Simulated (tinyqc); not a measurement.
Metal gate on a two-layer dielectric stack with fixed charge and a dipole: two steps of the calculation.

Gate, layer 2, layer 1, p-type semiconductor; x runs from the gate inwards. Charges are counted in units of +q. psi is the band bending at the surface, positive towards inversion. Classical charge, Boltzmann statistics, no interface traps.

Parameters, values chosen for the exercise; band and dielectric values close to those of silicon, layer 1 close to silicon dioxide, layer 2 close to hafnium oxide:
- T = 300 K (temperature)
- Eg = 1.11 eV (band gap)
- eps_r = 11.8 (relative permittivity)
- Nc = 2.84e19 cm^-3 (conduction-band density of states at T)
- Nv = 2.68e19 cm^-3 (valence-band density of states at T)
- chi = 4.08 eV (electron affinity)
- Na = 3.2e17 cm^-3 (acceptor density)
- pM = 4.48 eV (work function of the gate metal)
- t1 = 0.9 nm (thickness of layer 1, next to the semiconductor)
- e1 = 3.84 (relative permittivity of layer 1)
- t2 = 5.7 nm (thickness of layer 2, next to the gate)
- e2 = 21.5 (relative permittivity of layer 2)
- Q1 = 2.5e11 cm^-2 (fixed charge at the semiconductor interface)
- Q2 = 4.8e11 cm^-2 (fixed charge between the layers)
- r1 = 0 cm^-3 (uniform charge density in layer 1)
- r2 = 0 cm^-3 (uniform charge density in layer 2)
- Vd = 0 V (flat-band shift by a dipole layer between the layers)
- ps = -0.111 V (band bending psi of the working point)

Constants: q = 1.602176634e-19 C, kB = 1.380649e-23 J/K, Vt = kB T/q, eps0 = 8.8541878128e-14 F/cm where lengths are in cm. Results are converted to the units shown.

Task 1. Threshold voltage. ni = sqrt(Nc Nv) exp(-Eg/(2 Vt)), Eg in volts, pB = Vt ln(Na/ni), Vth = Vfb + 2 pB + sqrt(4 q eps0 eps_r Na pB)/Cox.

Vfb = -0.64115458 V
Cox = 1.7726411 uF/cm^2

Find: ni; pB; depletion charge; Vth.

Result 1.

ni = 1.3096e10 cm^-3
pB = 0.43978 V
depletion charge = 0.30697 uC/cm^2
Vth = 0.41158 V

Task 2. Fields and voltage drops. EOT = 3.9 (t1/e1 + t2/e2), Cox = eps0/(t1/e1 + t2/e2); phi_ms = pM - (chi + Eg - Vt ln(Nv/Na)).

Gauss: D = -Qs just inside the semiconductor; going towards the gate subtract q Q1, then q r1 t1, q Q2 and q r2 t2. Field = D/(eps0 e); the drop over a layer is its mean field times its thickness; Vg = phi_ms + Vd + psi + both drops.

Qs = 0.43378470 uC/cm^2

Give: D; field; drop over layer 2; drop over layer 1; Vg.

Result 2.

```
place                        D (uC/cm^2)  field (MV/cm)
layer 2, gate side              -0.55074        -0.2893
layer 2, inner side             -0.55074        -0.2893
layer 1, outer side             -0.47384        -1.3936
layer 1, semiconductor side     -0.47384        -1.3936
semiconductor surface           -0.43378        -0.4152
```

drop over layer 2 = -0.16491 V
drop over layer 1 = -0.12543 V
Vg = -0.99687 V

The same Vg follows from Vfb + psi - Qs/Cox. The largest field, 1.39 MV/cm in size, is at: layer 1, outer side.

Range of the model: At the working point ps the carrier density at the surface is 0.87 times the band density of states, where degeneracy and quantisation, left out here, matter.

Program tinyqc, `OMP_NUM_THREADS=1 python tinyqc.py 2010105 2010106 out.jsonl`; Intel Xeon 2.30GHz, shared host, one thread, about 0.01 s.
